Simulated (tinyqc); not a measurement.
Inside a calculation. Model: pressure-driven transition between two phases with analytic equations of state. Computed by tinyqc, a small Python program that keeps every step. Command: `OMP_NUM_THREADS=1 python tinyqc.py 3028593 3028594 out.jsonl transition walk`. One thread of a shared host (Intel(R) Xeon(R) Processor @ 2.30GHz), about 0.02 s of CPU time with the checks. Intermediate numbers are printed to about 7 digits and carried at full precision; extremes and crossings named in words are read from the listed rows.

Each phase obeys E = E0 + (9 V0 B0/16) [y^3 B' + y^2 (2 - 4 y)], y = (V0/V)^(2/3) - 1; P = (3 B0/2) (x^7 - x^5) [1 + (3/4)(B' - 4)(x^2 - 1)], x = (V0/V)^(1/3); E0 = 0 for phase 1 and Delta E0 for phase 2. H = E + P V.

Inputs (values chosen for the exercise, for two model phases):
```
quantity                                   value             unit
volume V0 of phase 1                        9.74  angstrom^3/atom
B0 of phase 1                                122              GPa
B' of phase 1                               5.12                -
volume V0 of phase 2                        8.19  angstrom^3/atom
B0 of phase 2                                156              GPa
B' of phase 2                               4.17                -
energy of phase 2 above phase 1, Delta E0  0.034          eV/atom
entropy of phase 2 less phase 1, Delta S    0.18         k_B/atom
temperature T                               1200                K
```

Equation of state: Birch-Murnaghan.

Constants: 1 eV/angstrom^3 = 160.2176634 GPa; k_B = 8.617333262e-05 eV/K.

## First estimate from rigid phases

If neither phase were compressed, P = Delta E0/(V0 of phase 1 - V0 of phase 2).

rigid estimate = 3.514452 GPa

## One Newton step

At the estimate, solve P(V) = P for each phase, form H, and step P(new) = P - (H_2 - H_1)/(V_2 - V_1), since dH/dP = V.

V_1 = 9.481584 angstrom^3

H_1 = 0.2107407 eV

V_2 = 8.015484 angstrom^3

H_2 = 0.2117023 eV

next pressure = 3.619542 GPa

## Transition pressure at zero temperature

Start from P = Delta E0/(V0 of phase 1 - V0 of phase 2); at each P solve P(V) = P for both phases and step P(new) = P - (H_2 - H_1)/(V_2 - V_1); stop when |H_2 - H_1| < 1e-10 eV. At the zero-temperature transition the volume change is V_2/V_1 - 1 and the work is P (V_1 - V_2).

Iterations:
```
step   P (GPa)  V_1 (angstrom^3)  V_2 (angstrom^3)  H_2 - H_1 (meV)
0     3.514452          9.481584          8.015484     9.616464e-01
1     3.619542          9.474467          8.010551     7.170786e-04
2     3.619621          9.474462          8.010547                0
```

transition pressure = 3.619621 GPa

V_1 at the transition = 9.474462 angstrom^3

V_2 at the transition = 8.010547 angstrom^3

volume change = -15.45116 %

work P (V_1 - V_2) = 0.03307261 eV/atom

The rigid estimate is low by 2.9 %: phase 1 shrinks faster than phase 2, so the volume gain narrows under pressure.

## Enthalpies against pressure

For each P solve P(V) = P in both phases.

Both phases:
```
P (GPa)  V_1 (angstrom^3)  V_2 (angstrom^3)  H_2 - H_1 (meV/atom)   stable
0.0              9.740000          8.190000              34.00000  phase 1
0.9              9.669722          8.143441              25.36053  phase 1
1.8              9.602417          8.098213              16.84959  phase 1
2.7              9.537843          8.054244               8.45847  phase 1
3.3              9.496205          8.025598               2.92704  phase 1
3.9              9.455630          7.997462              -2.55679  phase 2
4.7              9.403092          7.960713              -9.79794  phase 2
5.8              9.333577          7.911546             -19.63011  phase 2
```

H_2 - H_1 changes with slope V_2 - V_1, from -1.550 to -1.422 angstrom^3 per atom over the table, and passes zero at 3.62 GPa. An error of 10 meV per atom in Delta E0 moves the transition by about 1.09 GPa.

## Shift with temperature

At T the condition is H_2 - H_1 - T Delta S = 0, with Delta S constant and thermal expansion left out; the Clausius-Clapeyron slope is dP/dT = Delta S/(V_2 - V_1) at the zero-temperature point.

Clapeyron slope = -1.697618 MPa/K

transition pressure at T = 1.612405 GPa

linear estimate at T = 1.582479 GPa

The dense phase has the higher entropy, so heating lowers the transition pressure. Caution: a constant Delta S holds only at high temperature; it vanishes as T goes to 0, so the shift counted from T = 0 is somewhat too large.

Checks made by the program: slope of the common tangent, -(E_2 - E_1)/(V_2 - V_1) (relative difference below 1e-10).
